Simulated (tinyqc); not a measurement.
Reverse leakage of an n+-p junction: diffusion, generation, trap-assisted and band-to-band tunnelling: one step of the calculation.

One-sided abrupt junction in the depletion approximation, x from the junction (0) to W on the p side, field F = F0 (1 - x/W). Flat quasi-Fermi levels, long p side. Traps generate through SRH with both lifetimes shortened by 1 + Gamma (Hurkx enhancement, form for moderate fields); band-to-band generation is local and needs a total bending above Eg.

Task. Current components. u = (Vbi + VR)(1 - x/W)^2, p = Na exp(-u/Vt), n = Nd exp((u - Vbi - VR)/Vt); G0 = ni^2 (1 - exp(-VR/Vt))/(tau (n + p + 2 ni cosh(Et/Vt))); Gamma = 2 sqrt(3 pi)(F/FG) exp((F/FG)^2); trap-assisted part G0 Gamma; G_bb = Ab F^2.5 exp(-Bb/F) with F in V/cm, zero unless Vbi + VR > Eg. 15 equal steps.

Each current is q times the trapezoid sum of its rate; J adds J_diff; J_bb under 1e-8 of the sum is given as 0.

Constants: q = 1.602176634e-19 C. Results are converted to the units shown.

```
point     x (nm)  G0 (cm^-3 s^-1)  G0 Gamma (cm^-3 s^-1)  G_bb (cm^-3 s^-1)
0        0.00000     2.1360748e12           4.3732621e12      1.3734971e-33
1       25.66000     2.9741984e17           5.6159398e17      5.4436857e-38
2       51.31999     4.2095037e19           7.2993158e19      4.5994751e-43
3       76.97999     4.2190782e19           6.6841618e19                 ~0
4      102.63998     4.2190786e19           6.0695353e19                 ~0
5      128.29998     4.2190786e19           5.4703680e19                 ~0
6      153.95998     4.2190786e19           4.8850569e19                 ~0
7      179.61997     4.2190777e19           4.3120557e19                 ~0
8      205.27997     4.2186762e19           3.7495161e19                 ~0
9      230.93997     4.1389949e19           3.1363755e19                 ~0
10     256.59996     1.5435395e19           9.7030295e18                 ~0
11     282.25996     6.0638178e17           3.0382270e17                 ~0
12     307.91995     3.5183067e16           1.3183184e16                 ~0
13     333.57995     4.5631555e15           1.1375452e15                  0
14     359.23995     1.3392702e15           1.6672719e14                  0
15     384.89994     8.9001242e14                      0                  0
```

J_diff = 2.3946397e-8 A/cm^2

Wanted: J_SRH; J_TAT; J_bb; J.

Result.

J_SRH = 1.451e-4 A/cm^2
J_TAT = 1.754e-4 A/cm^2
J_bb = 0 A/cm^2
J = 3.206e-4 A/cm^2

Program tinyqc, `OMP_NUM_THREADS=1 python tinyqc.py 2290055 2290056 out.jsonl`; Intel Xeon 2.30GHz, shared host, one thread, about 0.01 s.

~0 in a residual or rate marks an entry under 1e-11 of the largest of its column.
